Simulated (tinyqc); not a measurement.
What moves the results: polar nitride quantum well with polarisation fields. A value that a table varies takes the place of the one given here.

Growth along [0001]. e_par = (a_sub - a)/a, Ppz = 2 e_par (e31 - e33 C13/C33), P = Psp + Ppz in each layer; strain relaxation and the strain shift of the gaps are left out, although thick layers with more than about 1 % mismatch would relax.

In a periodic stack without free charge the potential drop over a period vanishes: F_w = (P_b - P_w) Lb/(eps0 (eps_w Lb + eps_b Lw)), F_b = -F_w Lw/Lb, eps0 = 8.8541878e-12 F/m; 1 MV/cm = 1e8 V/m = 0.01 V/angstrom.

Envelope functions on cells of 0.25 angstrom over barrier, well, barrier (widths Lb, Lw, Lb), psi = 0 beyond, psi'/m continuous (mean mass between points), c = hbar^2/2m0. With u(z) the integral of e F (F_w in the well, F_b = -F_w Lw/Lb in the barriers, 1 MV/cm = 0.01 V/angstrom), zero at the centre of the well, the electron sees u plus Vc in the barriers and the hole -u plus Vv. The transition is Eg + E_e + E_h; excitons are left out.

Constants: hbar^2/2m0 = 3.80998211 eV angstrom^2; hc = 1239.841984 eV nm.

Parameters, chosen for this exercise (near those of a GaN well in AlGaN; the results hold for these values, not for the real material):
```
symbol  value                         unit      meaning
a_w     3.189                         angstrom  lattice constant a, well
a_b     3.168                         angstrom  lattice constant a, barrier
a_sub   3.189                         angstrom  in-plane lattice constant of the stack
Psp_w   -0.0348                       C/m^2     spontaneous polarisation
Psp_b   -0.0466                       C/m^2     spontaneous polarisation
e31_w   -0.322                        C/m^2
e31_b   -0.405                        C/m^2
e33_w   0.674                         C/m^2
e33_b   0.93                          C/m^2
C_w     0.263                                   C13/C33
C_b     0.276                                   C13/C33
eps_w   10.3                                    dielectric constant
eps_b   10.4                                    dielectric constant
Lb      110                           angstrom  barrier width
Eg      3.44                          eV        gap of the well
Vc      0.406                         eV        conduction offset
Vv      0.191                         eV        valence offset
me      0.2                           m0        electron, well
meb     0.232                         m0        electron, barrier
mh      1.3                           m0        hole, everywhere
Ls      (10, 15, 20, 25, 30, 40, 50)  angstrom  well widths
Lw      16                            angstrom  well width
```

## Width of the well

Field, levels and overlap anew for each width.

Results:
```
Lw (angstrom)  F_w (MV/cm)  E (eV)  E without field (eV)  overlap^2  ln overlap^2
10                  -2.066  3.7524                3.7904      0.665         -0.41
15                  -1.983  3.6225                3.6905      0.535         -0.63
20                  -1.906  3.5174                3.6255      0.353         -1.04
25                  -1.835  3.4273                3.5821      0.197         -1.62
30                  -1.769  3.3466                3.5521     0.0956         -2.35
40                  -1.650  3.2035                3.5147     0.0156         -4.16
50                  -1.546  3.0782                3.4932    0.00173         -6.36
```

The red shift grows from 38 to 415 meV. The line drops below Eg between 20 and 25 angstrom, which a square well can never do. Over the last two rows dE/dLw = -12.5 meV per angstrom, against -|e F_w| = -15.5 in the last row; the field itself weakens by 25 % over the table, since a wider well shares the drop with the barrier. The overlap falls by a factor 385.

## Screening the field

F_w = -1.9669 MV/cm

Carriers or a semipolar orientation reduce the field; here it is simply scaled in well and barrier.

Results:
```
share of the field  F_w (MV/cm)  E (eV)     nm  overlap^2  separation (angstrom)
1.0                      -1.967  3.5999  344.4       0.50                    9.5
0.8                      -1.574  3.6253  342.0       0.61                    7.9
0.6                      -1.180  3.6462  340.0       0.72                    6.1
0.4                      -0.787  3.6620  338.6       0.83                    4.2
0.2                      -0.393  3.6719  337.7       0.91                    2.1
0.0                       0.000  3.6752  337.4       0.94                    0.0
```

Full screening shifts the line by -7.1 nm (+75 meV). The first fifth of the screening gives 25 meV and the last fifth 3 meV; a purely quadratic shift would give a ratio of 9, a linear one 1, and here it is 7.6.

## What each parameter does

Polarisation, field, levels and overlap anew. Each row changes one parameter from the base and keeps the others.

Results:
```
case                    F_w (MV/cm)  E (eV)  overlap^2  red shift (meV)
base                         -1.967  3.5999       0.50               75
Lw = 21 angstrom             -1.891  3.4984       0.32              117
Lb = 95 angstrom             -1.928  3.6035       0.52               72
a_sub = 3.179 angstrom       -1.867  3.6067       0.53               69
Psp_b = -0.0513 C/m^2        -2.416  3.5663       0.39              109
e33_w = 0.741 C/m^2          -1.967  3.5999       0.50               75
eps_w = 11.3                 -1.813  3.6102       0.54               65
mh = 0.91 m0                 -1.967  3.6130       0.52               74
Vc = 0.345 eV                -1.967  3.5796       0.46               80
```

The largest shifts from the base row, up to three for each result and ties (the steps differ in size, so this ranks the rows, not the parameters). F_w (MV/cm): Psp_b -0.449, eps_w +0.154, a_sub +0.100; unchanged at the printed digits by e33_w, mh and Vc. E (eV): Lw -0.1014, Psp_b -0.0336, Vc -0.0203; unchanged at the printed digits by e33_w. overlap^2: Lw -0.181, Psp_b -0.109, eps_w +0.0415; unchanged at the printed digits by e33_w. red shift (meV): Lw +42, Psp_b +34, eps_w -10; unchanged at the printed digits by e33_w.

Program tinyqc; command `OMP_NUM_THREADS=1 python tinyqc.py 1280403 1280404 out.jsonl`; about 0.07 s on one thread of a shared Intel(R) Xeon(R) Processor @ 2.30GHz.
